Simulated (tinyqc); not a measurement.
Geometry relaxation of a small cluster: one step, computed by the program tinyqc.

E = sum_i {sum_j A exp(-p (r_ij/r0 - 1)) - xi sqrt(rho_i)}, rho_i = sum_j exp(-2 q (r_ij/r0 - 1)); the force on i is -sum_j w_ij (R_i - R_j)/r_ij with w_ij = -(2p/r0) A exp(-p (r_ij/r0 - 1)) + (xi q/r0) exp(-2 q (r_ij/r0 - 1)) (rho_i^(-1/2) + rho_j^(-1/2)).

Task: The first two steps. BFGS: R(new) = R + B F with the inverse Hessian B = eta 1 at first; with s = R(new) - R, y = F - F(new), rho = 1/(y.s): B(new) = (1 - rho s y^T) B (1 - rho y s^T) + rho s s^T, skipped if y.s is not positive. No atom moves more than 0.3 angstrom a step (the whole step is scaled). Stop when the largest force component is below 1e-5 eV/angstrom.

Inputs (values chosen for the exercise, for model atoms):
```
quantity         value           unit
length r0         2.36       angstrom
repulsion A       0.19             eV
hopping xi        2.47             eV
decay p           11.8              -
decay q           3.15              -
step factor eta  0.006  angstrom^2/eV
```

Potential: Gupta. Method: BFGS.

starting positions (angstrom):
```
            x      y      z
atom 1  -0.01   0.05   0.18
atom 2   2.15  -0.05  -0.03
atom 3   1.33   1.92  -0.18
atom 4   1.46   0.41   1.93
atom 5   1.18   0.54  -1.91
```

Give: positions after step 1; energy after step 1; positions after step 2; energy after step 2.

Result:

positions after step 1 (angstrom):
```
             x        y        z
atom 1  0.0010   0.0580   0.1784
atom 2  2.1535  -0.0545  -0.0337
atom 3  1.3246   1.9122  -0.1775
atom 4  1.4537   0.4134   1.9206
atom 5  1.1772   0.5409  -1.8979
```

energy after step 1 = -20.573 eV

positions after step 2 (angstrom):
```
             x        y        z
atom 1  0.1155   0.1479   0.1585
atom 2  2.2121  -0.1163  -0.0745
atom 3  1.2627   1.8338  -0.1389
atom 4  1.3802   0.4563   1.8141
atom 5  1.1395   0.5483  -1.7692
```

energy after step 2 = -20.765 eV
